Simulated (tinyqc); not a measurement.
Temperature and isotope dependence of a band gap in oscillator models, step by step. Values are carried at full precision from step to step, so a last printed digit may differ when a step is redone from the rounded ones.

E(T) = E0 - sum_i sl_i th_i n_i(T), n = 1/(exp(th/T) - 1). The same coupling lowers the gap at 0 K by the zero-point term ZP = sum_i sl_i th_i/2, so the gap of the static lattice is E0 + ZP. Thermal expansion is taken as part of the slopes.

Parameters, chosen for this exercise (near those of SiC; the results hold for these values, not for the real material):
```
symbol  value             unit   meaning
E0      3.246             eV     gap at 0 K
th      (240, 1085)       K      temperatures of two oscillators
sl      (0.1375, 0.4125)  meV/K  their high-temperature slopes
T       300               K      temperature
M       20.08             u      mean atomic mass
dM      -1.7              u      change of the mean mass (not bounded by the natural isotopes)
T12     (710, 1300)       K      temperatures of the fits
```

## The gap at T

Give the occupations, the two terms, the gap, ZP and the static gap.

n_i: 0.81597  0.02761

terms (meV): 26.927  12.359

E(T) = 3.2067 eV
ZP = 240.28 meV
static gap = 3.4863 eV

The thermal fall, 39.3 meV, is smaller than the zero-point term, 240.3 meV; the soft oscillator supplies 69 % of the fall but 7 % of ZP. A calculation with clamped ions should be compared with the static gap.

## Slope and asymptote

dE/dT = -sum sl_i (th_i/T)^2 n_i (1 + n_i). At high T, n -> T/th - 1/2, so E -> E0 + ZP - (sum sl_i) T. Give the slope, its ratio to the limit, and the value at 0 K of the tangent drawn at T.

dE/dT = -0.2835 meV/K
ratio to the limiting slope = 0.5155
intercept of the tangent = 3.2918 eV
intercept - E0 = 45.77 meV

The tangent recovers 19 % of ZP: the extrapolation works only from T well above the higher oscillator (1085 K).

## Isotope effect

With M -> M + dM the oscillator temperatures scale as M^(-1/2) and the slopes stay. Give th, ZP, E0 (static gap fixed) and E(T) for the new mass, and the linear rule dE0 = ZP dM/(2 M).

th (K): 250.85  1134.07

ZP = 251.148 meV
shift of E0 = -10.866 meV
linear rule = -10.171 meV
shift of E(T) = -8.883 meV

The lighter crystal has the narrower gap. At 300 K 82 % of the shift at 0 K is left; it fades at high T, where the motion is classical and the mean-square amplitude no longer depends on mass.

## Two common fits

Two-parameter forms are made to pass through the falls at the two temperatures T12: Varshni aV T^2/(T + bV), from the line T^2/fall = (T + bV)/aV; one oscillator s1 t1/(exp(t1/T) - 1), with t1 from the ratio of the falls.

Give the falls and the parameters.

falls (meV): 206.0407  505.9992

aV = 0.6605 meV/K
bV = 906 K
t1 = 803.2 K
s1 = 0.5386 meV/K
ZP of the one-oscillator fit = 216.3 meV

The limiting slope of the model is 0.5500 meV/K; Varshni puts it +20 % off and one oscillator -2 %. The ZP of the fit differs from the true one by -24.0 meV.

## Checks

- Slope by finite differences against the formula (meV/K): both 0.28351.
- Fall at 20 times the higher oscillator temperature against the asymptote (meV): 11697 against 11695.

(tinyqc, `OMP_NUM_THREADS=1 python tinyqc.py 1850024 1850025 out.jsonl`, Intel(R) Xeon(R) Processor @ 2.30GHz, 1 thread, shared host, about 0.01 s.)
